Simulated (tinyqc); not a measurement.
## MOS inversion layer, Poisson-Schroedinger loop: mixing schemes compared

Electrons confined at an insulator interface at z = 0, treated as a hard wall; parabolic valleys, Hartree approximation, no image or exchange terms. The depletion charge lies far deeper than the electrons and gives a uniform field q Nd/(eps0 eps_r); the gate balances all charge. Energies are counted from the band edge at the interface.

V0 = q Nd z/(eps0 eps_r) in eV.

Tridiagonal Hamiltonian with psi = 0 one step beyond both ends: H_ii = C (1/m_(i-1/2) + 1/m_(i+1/2))/hz^2 + V0_i + U_i (+ dE for the set B), H_(i,i+1) = -C/(m_(i+1/2) hz^2), C = hbar^2/(2 m0). The lowest 2 level(s) of each valley set are kept, normalised to hz sum |psi|^2 = 1. The mass is the same on all intervals.

Level k holds N_k = D_k Vt ln(1 + exp((EF - E_k)/Vt)) with D = 2 md1 m0 q/(pi hbar^2) for the set A, D = 4 md2 m0 q/(pi hbar^2) for the set B per eV (spin included); EF is fixed by sum N_k = Ns.

n_i = sum_k N_k |psi_k|^2 (converted to cm^-3). Hartree part by Gauss: on the interval before node i the electrons still beyond are S_i = Ns - hz sum_(j<i) n_j, and U_i = U_(i-1) + q S_i hz/(eps0 eps_r) in eV, U_0 = 0 at the interface. Mixing: U(new) = U + a (U(out) - U).

Rounds from U = 0 until the largest |U(out) - U| is below 1e-7 eV (the round that meets it is counted). Anderson mixing of depth m keeps the last m inputs V and residuals F = V(out) - V(in), fits c by least squares to F = dF c over their successive differences dF, dV, and sets V(new) = V + a F - (dV + a dF) c.

Parameters, values chosen for the exercise; masses and permittivity close to those of silicon (100): temperature T = 300 K; relative permittivity eps_r = 11.7; mass along z of valley set A (2 valley(s)) mz1 = 0.919 m0; in-plane density-of-states mass of set A md1 = 0.191 m0; mass along z of valley set B (4 valley(s)) mz2 = 0.189 m0; in-plane density-of-states mass of set B md2 = 0.42 m0; sheet density of electrons Ns = 9.4e11 cm^-2; sheet density of depletion charge Nd = 1.2e12 cm^-2; extra shift of set B (strain) dE = 0.1 eV; mesh step hz = 0.94 nm.

Constants: q = 1.602176634e-19 C, kB = 1.380649e-23 J/K, hbar = 1.054571817e-34 J s, m0 = 9.1093837015e-31 kg, Vt = kB T/q, eps0 = 8.8541878128e-14 F/cm where lengths are in cm, hbar^2/(2 m0) = 0.0380998212 eV nm^2. Results are converted to the units shown.

| node | z (nm) |
|---|---|
| 1 | 0.94 |
| 2 | 1.88 |
| 3 | 2.82 |
| 4 | 3.76 |
| 5 | 4.7 |
| 6 | 5.64 |
| 7 | 6.58 |
| 8 | 7.52 |
| 9 | 8.46 |
| 10 | 9.4 |
| 11 | 10.34 |
| 12 | 11.28 |
| 13 | 12.22 |
| 14 | 13.16 |
| 15 | 14.1 |
| 16 | 15.04 |

Rounds needed:

| a | depth m | rounds |
|---|---|---|
| 1 | plain | 9 |
| 0.8 | plain | 9 |
| 0.6 | plain | 15 |
| 0.4 | plain | 25 |
| 0.2 | plain | 55 |
| 0.1 | plain | 116 |
| 0.5 | 2 | 10 |
| 0.5 | 4 | 6 |
| 0.5 | 8 | 7 |

What do the numbers show?

Among the plain runs a = 1 is fastest, with 9 rounds: the response of the charge is weak enough that no damping is needed. Anderson mixing needs 6 to 10 rounds.

Numbers from tinyqc (`OMP_NUM_THREADS=1 python tinyqc.py 2160002 2160003 out.jsonl`; about 0.5 s on one thread of a shared Intel Xeon 2.30GHz).
